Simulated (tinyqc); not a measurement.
## Tunnelling through a gate dielectric, WKB transmission and Tsu-Esaki current: dielectrics compared at equal EOT

Electrons leave the emitter at x = 0. Energies E (motion across the layers) are in eV from the emitter Fermi level; the collector Fermi level lies at -V and offers states at every E. No charge in the dielectric and no image force: F1 = V/t1, U = phi1 - F1 x. With C = hbar^2/(2 m0), kappa = sqrt(m (U - E)/C) where U > E and 0 elsewhere; T(E) = exp(-S), S = 2 times the integral of kappa over x.

A single layer of thickness t1 = EOT eps_r/3.9 for each dielectric, at V = 1.2 V. Each layer adds (2/F) sqrt(m/C) [G(u at its left edge) - G(u at its right edge)] to S, with u = U - E (0 where negative) and G(u) = (2/3) u^1.5. J = J0 times the integral of T(E) N(E) dE, N = ln[(1 + exp(-E/Vt))/(1 + exp((-E - V)/Vt))], J0 = q^2 me m0 kB T/(2 pi^2 hbar^3) (times 1e-4 for A/cm^2 per eV), from E = -Ef to far above the barrier (T = 1 there), by quadrature converged to the digits shown.

Values chosen for this exercise:
- T = 400 K (temperature)
- Ef = 0.14 eV (Fermi energy of the emitter above its band bottom)
- me = 1 m0 (emitter mass in the supply function)
- EOT = 1 nm (equivalent oxide thickness)

Constants: q = 1.602176634e-19 C, kB = 1.380649e-23 J/K, hbar = 1.054571817e-34 J s, m0 = 9.1093837015e-31 kg, Vt = kB T/q, hbar^2/(2 m0) = 0.0380998212 eV nm^2. Results are converted to the units shown.

Dielectrics (values chosen for the exercise, close to those of the materials named):

|  | eps_r | phi1 (eV) | m1 (m0) |
|---|---|---|---|
| silicon dioxide | 3.74 | 3.24 | 0.5 |
| silicon nitride | 7.22 | 2 | 0.49 |
| aluminium oxide | 8.87 | 2.71 | 0.4 |
| hafnium oxide | 23 | 1.46 | 0.19 |
| zirconium oxide | 23.9 | 1.37 | 0.25 |

Leakage at equal EOT:

|  | t1 (nm) | S at E = 0 | J (A/cm^2) | eps_r sqrt(m1 phi1) |
|---|---|---|---|---|
| silicon dioxide | 0.9590 | 11.26 | 2076 | 4.760 |
| silicon nitride | 1.851 | 15.59 | 21.87 | 7.147 |
| aluminium oxide | 2.274 | 21.34 | 0.07209 | 9.235 |
| hafnium oxide | 5.897 | 23.87 | 0.004169 | 12.11 |
| zirconium oxide | 6.128 | 26.75 | 3.596e-4 | 13.99 |

What does the comparison show?

From the lowest current to the highest: zirconium oxide, hafnium oxide, aluminium oxide, silicon nitride, silicon dioxide; the span is 6.76 decades. The figure eps_r sqrt(m1 phi1), to which S is proportional at low voltage, gives the same order. In 1 of the 5 rows the field exceeds 10 MV/cm (up to 12.5), more than most dielectrics sustain; the model ignores breakdown.

tinyqc, about 0.05 s, one thread, Intel Xeon 2.30GHz (shared host): `OMP_NUM_THREADS=1 python tinyqc.py 2540129 2540130 out.jsonl`
